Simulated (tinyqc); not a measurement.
CMOS latch-up, two-transistor model: one step of the calculation.

A parasitic pnp (emitter at Vdd, base shunted by Rw) and npn (emitter at ground, base shunted by Rs) feed each other: the npn collector current flows out of the pnp base node, the pnp collector current into the npn base node. Forward-active transistors with constant gains: Icn = Isn exp(Vn/Vt), Icp = Isp (exp(Vp/Vt) - 1). A current Ii is injected into the npn base node.

Problem. Response to the injected current, once round the loop per iteration. Icn = Isn exp(Vn/Vt); Vp solves Vp/Rw + Icp/bp = Icn; Vn(new) solves Vn/Rs + (Isn/bn) exp(Vn/Vt) = Icp + Ii.

Values chosen for this exercise; values close to those of bulk CMOS:
- T = 250 K (temperature)
- bn = 21.6 (current gain of the npn)
- bp = 5.6 (current gain of the pnp)
- Isn = 2.1e-19 A (saturation current of the npn at T)
- Isp = 6e-20 A (saturation current of the pnp at T)
- Rs = 770 ohm (substrate resistance shunting the npn)
- Rw = 1300 ohm (well resistance shunting the pnp)
- Ii = 0.654 mA (current injected into the substrate)

Constants: q = 1.602176634e-19 C, kB = 1.380649e-23 J/K, Vt = kB T/q. Results are converted to the units shown.

Vn at the start = 0.61 V

Give: Icn; Vp; Icp; Vn after iteration 1.

Solution.

Icn = 4.162e-4 mA
Vp = 5.410e-4 V
Icp = 1.526e-18 mA
Vn after iteration 1 = 0.5036 V

tinyqc, about 0.04 s, one thread, Intel Xeon 2.30GHz (shared host): `OMP_NUM_THREADS=1 python tinyqc.py 2670020 2670021 out.jsonl`
